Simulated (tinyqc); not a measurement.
Perpendicular magnetic tunnel junction: magnetoresistance, thermal stability and spin-torque switching: one step of the calculation.

A circular free layer treated as one macrospin with its easy axis out of plane. mu0 = 1.25663706212e-6 H/m, gyromagnetic ratio q/m0 (g = 2). Magnetic parameters are taken as given at T.

Problem. Retention of the array. A bit flips thermally at the rate exp(-Delta)/t0; the chance that any of N bits flips in ten years (3.15576e8 s) is 1 - exp[-N (time/t0) exp(-Delta)]. The Delta needed for a chance of 1e-4 follows by inversion.

Inputs (values chosen for the exercise):
```
symbol  value  unit       meaning
t0          1    ns  attempt time
N         1e6                bits
```

Delta = 50.115778

Find: mean life of one bit; expected flips in ten years; Delta needed.

Solution.

mean life of one bit = 1.845e5 years
expected flips in ten years = 54.21
Delta needed = 63.32

Delta falls short of the need by 13.2.

tinyqc, about 0.01 s, one thread, Intel Xeon 2.30GHz (shared host): `OMP_NUM_THREADS=1 python tinyqc.py 2450015 2450016 out.jsonl`
